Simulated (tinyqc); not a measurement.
Comparisons within one model: six-band Luttinger-Kohn model with strain. A value that a table varies takes the place of the one given here.

Six-band Luttinger-Kohn model in the basis |3/2,3/2>, |3/2,1/2>, |3/2,-1/2>, |3/2,-3/2>, |1/2,1/2>, |1/2,-1/2>, electron energies, zero at the top of the unstrained valence band. H = -[rows: (P+Q, -S, R, 0, -S/r2, r2 R); (-S*, P-Q, 0, R, -r2 Q, r32 S); (R*, 0, P-Q, S, r32 S*, r2 Q); (0, R*, S*, P+Q, -r2 R*, -S*/r2); (-S*/r2, -r2 Q, r32 S, -r2 R, P+Dso, 0); (r2 R*, r32 S*, r2 Q, -S/r2, 0, P+Dso)], r2 = sqrt(2), r32 = sqrt(3/2). Levels are twofold.

P = c g1 k^2 - av tr(e); Q = c g2 (kx^2 + ky^2 - 2 kz^2) - (b/2)(exx + eyy - 2 ezz); R = c sqrt3 [-g2 (kx^2 - ky^2) + 2i g3 kx ky] + (sqrt3/2) b (exx - eyy) - i d exy; S = 2 c sqrt3 g3 (kx - i ky) kz - d (exz - i eyz); c = hbar^2/2m0, e the strain tensor (not engineering shear).

s11 = (C11 + C12)/((C11 - C12)(C11 + 2 C12)), s12 = -C12/((C11 - C12)(C11 + 2 C12)), s44 = 1/C44; exx = s11 sxx + s12 (syy + szz) and cyclic, exy = s44 sxy/2; tension is positive. A uniaxial stress X along the unit vector n is s_ij = X n_i n_j.

Constants: hbar^2/2m0 = 3.80998211 eV angstrom^2.

Inputs chosen for the exercise (near those of Ge; shifted at random, so the results belong to these values and not to a real crystal):
```
symbol  value           unit  meaning
Dso     0.287           eV    spin-orbit splitting
g1      13.4                  Luttinger gamma1
g2      4.25                  gamma2
g3      5.68                  gamma3
av      1.25            eV    valence hydrostatic potential
b       -2.54           eV    tetragonal shear potential
d       -5.31           eV    trigonal shear potential
C11     129.5           GPa
C12     48.2            GPa
C44     66.5            GPa
load    uniaxial [100]        kind of stress
X1      1.7             GPa   size of the stress
E_h     20              meV   hole energy below the top
X       0.65            GPa   stress
```

## Sweep of a uniaxial [100] stress

Edges at k = 0 and curvature masses of the top pair along [100] and [001] (step 0.0002 1/angstrom); at zero stress the top is fourfold and has no single curvature.

Edges and masses:
```
X (GPa),top (eV),second (eV),third (eV),splitting (meV),m [100],m [001]
-2.10,0.0769,-0.0772,-0.3215,154.1,0.037,0.152
-1.40,0.0472,-0.0515,-0.3059,98.7,0.039,0.139
-0.70,0.0211,-0.0257,-0.2939,46.8,0.041,0.125
0.00,0.0000,0.0000,-0.2870,0.0,-,-
0.70,0.0257,-0.0144,-0.2867,40.2,0.204,0.057
1.40,0.0515,-0.0212,-0.2941,72.7,0.204,0.057
2.10,0.0772,-0.0202,-0.3091,97.5,0.204,0.057
```

What can be read from the table?

The splitting reaches 154.1 meV under compression and 97.5 meV under the same tension; linear shear terms alone would make the two equal, and the difference comes from the coupling to the split-off band. At the ends of the sweep the top pair has a mass along [100] of 0.037 under compression and 0.204 under tension, so compression gives the lighter holes along [100]; along [001] it has 0.152 and 0.057. The top edge itself moves by +77 and +77 meV. The ends of the sweep mean strains up to 2.0 %, beyond the range of linear deformation potentials.

## Which stress helps holes along [110]

Each load has size X1 (biaxial: sxx = syy); masses are curvatures of the top pair at k = 0.

Results:
```
load,splitting (meV),top edge (meV),m [110],m [001]
"uniaxial [110], compression",96.1,44.2,0.035,0.148
"uniaxial [110], tension",73.1,53.1,0.307,0.050
"uniaxial [100], compression",122.1,59.6,0.060,0.145
"uniaxial [100], tension",84.2,62.5,0.089,0.057
"uniaxial [111], compression",87.5,38.9,0.046,0.075
"uniaxial [111], tension",66.5,48.6,0.130,0.075
"biaxial (001), compression",84.2,34.3,0.057,0.204
"biaxial (001), tension",122.1,87.8,0.145,0.038
```

What can be read from the table?

The lightest mass along [110] (0.035) comes with uniaxial [110], compression. The largest splitting (122.1 meV) comes with uniaxial [100], compression; biaxial (001), tension. The heaviest mass along [001] (0.204), which lowers the confinement energy in a (001) channel, comes with biaxial (001), compression. The splitting per GPa follows b (s11 - s12) for loads along cube axes and d s44 for [111]: here 2 |b| (s11 - s12) = 62.5 and |d| s44/sqrt3 = 46.1 meV per GPa in the limit of large Dso; where the splitting nears Dso, mixing with the split-off band makes it depend on the sign of the load.

## Warping of the constant-energy contours (six-band Luttinger-Kohn model)

No strain (e = 0). In the plane kz = 0, |k| where the top and second pairs lie E_h below the top, against the angle from [100]; m = c k^2/E_h.

Contours:
```
angle (degrees),k top (1/angstrom),k second (1/angstrom),m top (m0),m second (m0)
0,0.0327,0.0157,0.204,0.047
9,0.0336,0.0156,0.214,0.046
18,0.0360,0.0154,0.246,0.045
27,0.0397,0.0152,0.301,0.044
36,0.0439,0.0150,0.366,0.043
45,0.0459,0.0150,0.401,0.043
```

What does this show?

The heavy contour reaches 1.402 times as far along [110] as along [100], the light one 0.956 times. The warping follows g3 - g2 = 1.43 and would vanish for g2 = g3. Along [100] the heavy mass is 1/(g1 - 2 g2) = 0.204 at any energy, while the light one is 0.0467, against 1/(g1 + 2 g2) = 0.0457 at the edge, for E_h/Dso = 0.07.

## What each parameter does

Edges at k = 0 under a uniaxial [100] stress X and the curvature mass of the top pair along [100] (step 0.0002 1/angstrom). Each row changes one parameter from the base and keeps the others.

Results:
```
case,top (eV),second (eV),third (eV),mass (m0)
base,0.0239,-0.0137,-0.2865,0.204
d = -4.248 eV,0.0239,-0.0137,-0.2865,0.204
C11 = 103.6 GPa,0.0339,-0.0190,-0.2897,0.204
Dso = 0.344 eV,0.0239,-0.0142,-0.3429,0.204
C12 = 38.56 GPa,0.0221,-0.0118,-0.2855,0.204
b = -2.032 eV,0.0198,-0.0107,-0.2853,0.204
g1 = 10.72,0.0239,-0.0137,-0.2865,0.450
X = 0.78 GPa,0.0287,-0.0156,-0.2871,0.204
```

What does this show?

The largest shifts from the base row, up to three for each result and ties (the steps differ in size, so this ranks the rows, not the parameters). top (eV): C11 +0.0100, X +0.0048, b -0.0041; unchanged at the printed digits by d, Dso and g1. second (eV): C11 -0.0054, b +0.0029, X -0.0020; unchanged at the printed digits by d and g1. third (eV): Dso -0.0565, C11 -0.0032, b +0.0011; unchanged at the printed digits by d and g1. mass (m0): g1 +0.246; unchanged at the printed digits by d, C11, Dso, C12, b and X. The Luttinger parameters multiply k^2 and cannot move the edges; av shifts all edges alike and leaves the mass.

Run: tinyqc, `OMP_NUM_THREADS=1 python tinyqc.py 1080764 1080765 out.jsonl`; Intel(R) Xeon(R) Processor @ 2.30GHz, one thread, shared host; about 0.03 s of CPU time with all checks.
